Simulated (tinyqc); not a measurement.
# ESD clamp with bipolar snapback, compact model and design window: effects of single changes

The drain junction multiplies the current that enters it: Igen = (M - 1)(Ic + I0), M = 1/(1 - (Vj/BV)^n). The generated holes leave through the substrate resistance and the base of the parasitic npn: Igen = Vb/Rb + Ic/be, Ic = Is exp(Vb/Vt). Terminal current I = Ic + I0 + Igen and voltage V = Vj + I Ro, per width. Isothermal, constant gain.

Values chosen for this exercise; values close to those of grounded-gate n-channel clamps: temperature T = 300 K; junction breakdown voltage BV = 8.2 V; exponent of the multiplication n = 2.6; current gain of the parasitic npn be = 3.5; saturation current Is = 1.1e-18 A/um; junction leakage I0 = 7.2e-12 A/um; substrate resistance Rb = 12000 ohm um; drain ballast and contact resistance Ro = 160 ohm um; failure current for 100 ns It2 = 4 mA/um.

Constants: q = 1.602176634e-19 C, kB = 1.380649e-23 J/K, Vt = kB T/q. Results are converted to the units shown.

Each table varies one quantity; the others keep the values above.

## Failure current against pulse length

Power to failure goes as 1/t for pulses shorter than ta = 17 ns (adiabatic) and as 1/sqrt(t) beyond: Pf = P100 sqrt(100 ns/t) for t > ta and Pf(ta) ta/t below, with P100 = Vt2 It2 at 100 ns. The failure current solves V I = Pf on the curve (I(Vb), V(Vb)). For given Vb: Ic, Igen, M = 1 + Igen/(Ic + I0), Vj = BV (1 - 1/M)^(1/n), I and V. Vt1 is the maximum of V along the curve, Vh the following minimum, Vt2 the voltage at I = It2.

Failure current against pulse length:
```
t (ns)	Pf (mW/um)	failure current (mA/um)	V at failure (V)	energy (nJ/um)
1	883.1	61.28	14.41	0.8831
2	441.5	40.06	11.02	0.8831
5	176.6	21.79	8.107	0.8831
10	88.31	13.11	6.734	0.8831
20	47.89	8.054	5.946	0.9578
50	30.29	5.451	5.557	1.514
100	21.42	4.000	5.354	2.142
200	15.14	2.901	5.220	3.029
500	9.578	1.865	5.135	4.789
```

The failure current falls from 61.3 to 1.87 mA/um, as t^(-0.61) at the start and t^(-0.48) at the end, more slowly than the power since V rises with I. The voltage at failure falls from 14.4 to 5.14 V.

## Effect of the drain ballast and contact resistance

Same model as above.

It1 and Ih are the currents at Vt1 and Vh.

Effect of the drain ballast and contact resistance:
```
Ro (ohm um)	Vt1 (V)	It1 (uA/um)	Vh (V)	Ih (uA/um)	Vt2 (V)	Vt2 - Vt1 (V)
30	8.201	44.34	4.834	3835	4.834	-3.367
52	8.202	45.59	4.907	2882	4.922	-3.280
92	8.204	46.88	5.005	2138	5.082	-3.122
160	8.207	48.13	5.129	1596	5.354	-2.853
280	8.213	49.40	5.293	1184	5.834	-2.379
490	8.224	50.68	5.504	874.0	6.674	-1.549
860	8.243	51.98	5.778	640.7	8.154	-0.08845
1500	8.276	53.30	6.125	468.1	10.71	2.438
```

What does the comparison show?

As Ro goes from 30 to 1500 ohm um, Vt1 rises from 8.20 to 8.28 V, It1 rises from 44.3 to 53.3 uA/um, Vh rises from 4.83 to 6.13 V and Vt2 rises from 4.83 to 10.7 V. Vt2 exceeds Vt1, the condition for all fingers to turn on, in 1 of the 8 rows. Ballast buys uniform turn-on with a higher clamping voltage.

## Effect of the exponent of the multiplication

Same model as above.

Effect of the exponent of the multiplication:
```
n	Vt1 (V)	It1 (uA/um)	Vh (V)	Ih (uA/um)	Vt2 (V)	Vt2 - Vt1 (V)
2	8.207	47.54	4.424	1688	4.633	-3.574
2.5	8.207	48.04	5.029	1612	5.251	-2.956
3	8.207	48.45	5.479	1535	5.715	-2.492
3.5	8.207	48.80	5.825	1463	6.075	-2.132
4	8.207	49.11	6.099	1397	6.362	-1.845
4.5	8.208	49.37	6.320	1337	6.595	-1.612
5	8.208	49.61	6.503	1283	6.789	-1.419
5.5	8.208	49.83	6.655	1234	6.952	-1.256
6	8.208	50.03	6.785	1189	7.091	-1.116
```

As n goes from 2 to 6, Vt1 stays near 8.21 V, It1 rises from 47.5 to 50.0 uA/um, Vh rises from 4.42 to 6.78 V and Vt2 rises from 4.63 to 7.09 V. Vt2 exceeds Vt1, the condition for all fingers to turn on, in 0 of the 9 rows.

tinyqc, about 0.01 s, one thread, Intel Xeon 2.30GHz (shared host): `OMP_NUM_THREADS=1 python tinyqc.py 2670042 2670043 out.jsonl`
